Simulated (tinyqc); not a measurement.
Sheet resistance and Hall data of a diffused or implanted layer: one step, computed by the program tinyqc.

Carriers are taken equal to the net active doping down to the junction (full ionisation, which deep dopants in wide-gap hosts do not reach; no spill-over, no depletion), and the Hall factor is 1.

Problem. Profile. N(x) = N_0 erfc(x/l), dose N_0 l/sqrt(pi), junction x_j = l erfc^-1(N_B/N_0). Mobility mu = mu_min + (mu_max - mu_min)/(1 + (N_t/N_ref)^alpha), N_t = active doping + N_B; carriers n = active doping - N_B, all dopants active. sigma = e n mu.

Inputs (values chosen for the exercise, modelled on silicon in GaN):

| quantity | value | unit |
|---|---|---|
| mu_min | 54.3 | cm^2/(V s) |
| mu_max | 1000 | cm^2/(V s) |
| N_ref | 2.1e+17 | 1/cm^3 |
| exponent alpha | 0.99 | - |
| peak concentration N_0 | 2.7e+18 | 1/cm^3 |
| length scale l | 20 | nm |
| background doping N_B (opposite type) | 5.8e+14 | 1/cm^3 |

Profile: complementary error function. Activation: complete.

Constants: e = 1.602176634e-19 C.

Give: Depth, doping, carriers, mobility and conductivity at 2, 10, 20, 35, 50, 65, 80, 90 and 98 % of the layer.

Solution.

Depth, doping, carriers, mobility and conductivity at 2, 10, 20, 35, 50, 65, 80, 90 and 98 % of the layer:

| x (nm) | N (1/cm^3) | n (1/cm^3) | mu (cm^2/(V s)) | sigma (S/cm) |
|---|---|---|---|---|
| 1.05 | 2.541e+18 | 2.540e+18 | 128.2 | 5.216e+01 |
| 5.23 | 1.921e+18 | 1.920e+18 | 149.4 | 4.595e+01 |
| 10.47 | 1.240e+18 | 1.239e+18 | 193.3 | 3.838e+01 |
| 18.32 | 5.271e+17 | 5.265e+17 | 325.3 | 2.744e+01 |
| 26.17 | 1.735e+17 | 1.729e+17 | 571.0 | 1.582e+01 |
| 34.02 | 4.359e+16 | 4.301e+16 | 833.5 | 5.744e+00 |
| 41.87 | 8.286e+15 | 7.706e+15 | 960.5 | 1.186e+00 |
| 47.11 | 2.338e+15 | 1.758e+15 | 986.5 | 2.778e-01 |
| 51.29 | 7.745e+14 | 1.945e+14 | 993.6 | 3.096e-02 |

The mobility varies by a factor 7.8 across these points and the conductivity by 1680.
